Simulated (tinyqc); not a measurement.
Special k points of the fcc lattice: sweeps and comparisons. A value that a table varies takes the place of the one given here.

Lattice vectors in units of a: a1 = (0, 1/2, 1/2), a2 = (1/2, 0, 1/2), a3 = (1/2, 1/2, 0); reciprocal vectors b_i with a_i . b_j = 2 pi delta_ij. Mesh: k = sum_i f_i b_i with f_i = (2 j_i + shift)/(2 N), j_i = 0 .. N-1. The point group of the lattice has 48 operations; only those that map the mesh onto itself are used.

A_m(k) = sum over the m-th star of lattice vectors R of cos(k . R), stars in order of length: m = 1: |R|^2 = 0.5, 12 vectors, such as (1, 0, 0) in the basis a_i; m = 2: |R|^2 = 1, 6 vectors, such as (1, 1, -1) in the basis a_i; m = 3: |R|^2 = 1.5, 24 vectors, such as (2, 0, -1) in the basis a_i; m = 4: |R|^2 = 2, 12 vectors, such as (2, 0, 0) in the basis a_i; m = 5: |R|^2 = 2.5, 24 vectors, such as (2, 1, -1) in the basis a_i; m = 6: |R|^2 = 3, 8 vectors, such as (3, -1, -1) in the basis a_i. The zone mean of every A_m is zero.

Test function, the lower band of a two-band insulator: E(k) = -sqrt(D^2 + (e0 - t A_1(k))^2).

Values chosen for the exercise (the lattice of Si, GaAs, Cu and Al; shifted at random, so the results belong to these values and not to a real crystal): D = 2.8 eV (half gap term); t = 0.29 eV (coupling); e0 = 1.44 eV (offset); N = 4 (points along each reciprocal vector); shift = 0 (half steps).

## Mesh size and shift

Errors of the mean of E against the unshifted mesh with N = 24. The fifth column is |R|^2 of the shortest star with a non-zero mean.

Meshes:
```
mesh       points  irreducible  operations  |R|^2 missed  error (meV)
1 Gamma         1            1          48          0.50     -174.820
1 shifted       1            1          12          1.00      140.925
2 Gamma         8            3          48          2.00     -150.696
2 shifted       8            2          12          4.00       -3.939
3 Gamma        27            4          48          4.50        1.588
3 shifted      27            6          12          9.00        0.157
4 Gamma        64            8          48          8.00        0.373
4 shifted      64           10          12         16.00       -0.007
5 Gamma       125           10          48         12.50       -0.067
5 shifted     125           19          12           >16        0.000
6 Gamma       216           16          48           >16        0.004
6 shifted     216           28          12           >16        0.000
```

reference mean = -3.28951 eV

What does this show, and why?

The shifted mesh has the smaller error for 6 of 6 values of N and the larger for 0. The cheapest mesh within 1 meV is 3 shifted, with 6 irreducible points. A mesh misses the lattice vectors N (n1 a1 + n2 a2 + ...); the half shift gives each the sign (-1)^(n1 + n2 + ...), so the 12 shortest ones add up to 0 in place of 12: they cancel. The shift lowers the symmetry; it leaves more irreducible points for N = 3, 4, 5 and 6; it leaves fewer irreducible points for N = 2.

## Gap and mesh density

D takes the values listed; errors against the unshifted mesh with N = 30, for unshifted meshes.

Errors (meV):
```
D (eV)  reference (eV)     N = 2   N = 4  N = 6   N = 8
0.2            -1.6220  -339.058  21.236  1.816  -3.913
0.4            -1.6725  -321.137  15.929  1.057  -1.620
0.8            -1.8369  -280.726   7.332  0.470  -0.263
1.5            -2.2613  -220.511   2.008  0.082  -0.014
2.5            -3.0353  -163.184   0.512  0.007   0.000
4.0            -4.3617  -114.203   0.138  0.000   0.000
```

What can be read from the table?

The first listed N from which the error stays below 0.5 meV is none for D = 0.2, none for D = 0.4, 6 for D = 0.8, 6 for D = 1.5, 6 for D = 2.5, 4 for D = 4 eV. A larger D makes the function smoother, so its Fourier coefficients fall faster with |R|.

## One point for the whole zone

The mean-value (Baldereschi) point is taken at k = (2 pi/a) (0.6223, 0.2953, 0), that is f = (0.1477, 0.3111, 0.4588); the reference is the mesh with N = 24.

Single points:
```
point                     A_1     A_2     A_3     A_4   E (eV)
Gamma                  12.000   6.000  24.000  12.000  -3.4643
mean-value point        0.000   0.000  -4.405  -3.192  -3.1486
zone-face centre b1/2   0.000  -6.000   0.000  12.000  -3.1486
```

reference mean = -3.2895 eV

What can be read from the table?

The mean-value point makes A_1 and A_2 vanish. Its error is +141 meV, against -175 meV at Gamma and +141 meV at b1/2. E is not linear in A_1; its powers hold sums of nearest vectors and a non-zero mean, so this point is not exact. A_1 has the same value at b1/2, and E depends on A_1 alone, so this test cannot tell the two points apart.

## What moves the zone average

Mean of E over the mesh, and its error against the unshifted mesh with N = 24. Each row changes one parameter from the base and keeps the others.

Results:
```
case          mean (eV)  error (meV)  irreducible points
base            -3.2891         0.37                   8
N = 5           -3.2896        -0.07                  10
shift = 1       -3.2895        -0.01                  10
D = 1.96 eV     -2.5991         1.00                   8
t = 0.377 eV    -3.3853         0.21                   8
```

What does this show?

The largest shifts from the base row, up to three for each result and ties (the steps differ in size, so this ranks the rows, not the parameters). mean (eV): D +0.6901, t -0.0961, N -0.0004, shift -0.0004. error (meV): D +0.63, N -0.44, shift -0.38. irreducible points: N +2, shift +2; unchanged at the printed digits by D and t.

Program tinyqc; command `OMP_NUM_THREADS=1 python tinyqc.py 1681026 1681027 out.jsonl`; about 0.1 s on one thread of a shared Intel(R) Xeon(R) Processor @ 2.30GHz.
